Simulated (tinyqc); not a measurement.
Error of the time step: velocity overshoot from momentum and energy balance equations after a field step. Computed by tinyqc, a small Python program. Command: `OMP_NUM_THREADS=1 python tinyqc.py 3026906 3026907 out.jsonl overshoot walk`. One thread of a shared host (Intel(R) Xeon(R) Processor @ 2.30GHz), about 0.04 s of CPU time with the checks.

At t = 0 the field jumps from 0 to F in a uniform sample. v is the drift velocity and u = w - (3/2) k_B T the excess energy per carrier.

Inputs (values chosen for the exercise, modelled on holes in silicon except for tau_E):
```
quantity                      value        unit
effective mass m               0.41         m_0
low-field mobility mu_0         490  cm^2/(V s)
saturation velocity v_s        0.89    1e7 cm/s
energy relaxation time tau_E   0.52          ps
field after the step F           56       kV/cm
lattice temperature T           300           K
time step dt                    3.7          fs
```

Scheme: explicit Euler.

Constants: m_0 = 9.1093837015e-31 kg; e = 1.602176634e-19 C; k_B = 8.617333262e-05 eV/K.

Method:
- dv/dt = e F/m - v/tau_m(u), du/dt = e F v - u/tau_E, tau_m(u) = tau_0/(1 + c u), tau_0 = m mu_0/e, c = mu_0/(e tau_E v_s^2); this choice gives the steady state v (1 + mu_0 F v/v_s^2) = mu_0 F, which saturates at v_s. Steady velocity v = 2 mu_0 F/(1 + sqrt(1 + 4 (mu_0 F/v_s)^2)); u = e F v tau_E; carrier temperature T + 2u/(3 k_B), neglecting the drift energy m v^2/2.
- Step: v_new = v + dt (e F/m - v/tau_m(u)), u_new = u + dt (e F v - u/tau_E). Start v = u = 0; the distance adds dt (v + v_new)/2.
- The peak velocity is recomputed with dt/2 and dt/4 and by an adaptive Runge-Kutta method (tolerance 1e-9).

tau_0 = 114.224 fs

acceleration e F/m = 0.0240229 1e7 cm/s per fs

c = 11.8963 1/eV

steady velocity = 0.757294 1e7 cm/s

Peak velocity:
```
step      v_peak (1e7 cm/s)  error (%)
dt                   1.5228     1.5307
dt/2                 1.5111     0.7544
dt/4                 1.5054     0.3743
adaptive             1.4998     0.0000
```

What follows from these numbers?

The explicit scheme puts the peak 1.53 % too high; halving dt divides the error by 2.03, as a first-order method should.

Extremes, crossings and ranges named in words are read from the listed rows.
